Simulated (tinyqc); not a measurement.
Thermal stress, cracking, delamination and buckling of a thin film; Griffith cracks and misfitting inclusions: one step, computed by the program tinyqc.

Isotropic linear elasticity; the substrate is much thicker than the film; stress is positive in tension.

Task: Channel cracks and edge delamination. Channel crack through the film: G = pi g G0, critical thickness where G = Gamma_f. Steady delamination from an edge: G = G0, critical thickness where G = Gamma_i.

Inputs (values chosen for the exercise, modelled on a copper film on silicon):
```
quantity,value,unit
film Young's modulus E,121,GPa
deposition temperature T_d,650,K
final temperature T,300,K
film thickness h,1.9,micrometre
film toughness Gamma_f,3.86,J/m^2
interface toughness Gamma_i,1.6,J/m^2
```

factor g = 1.234880

G0 = 9.548521 J/m^2

Give: driving force for channelling; critical thickness for channelling; critical thickness for delamination.

Result:

driving force for channelling = 37.04 J/m^2

critical thickness for channelling = 0.1980 micrometre

critical thickness for delamination = 0.3184 micrometre

As the film thickens, channel cracking comes first. At h the film can fail by both. Caution: at a stress above 0.4 % of E a ductile film would yield, and the elastic value is then an upper bound; a brittle film in tension cracks instead. Caution: plastic flow makes a ductile metal film far tougher than the brittle value used here.
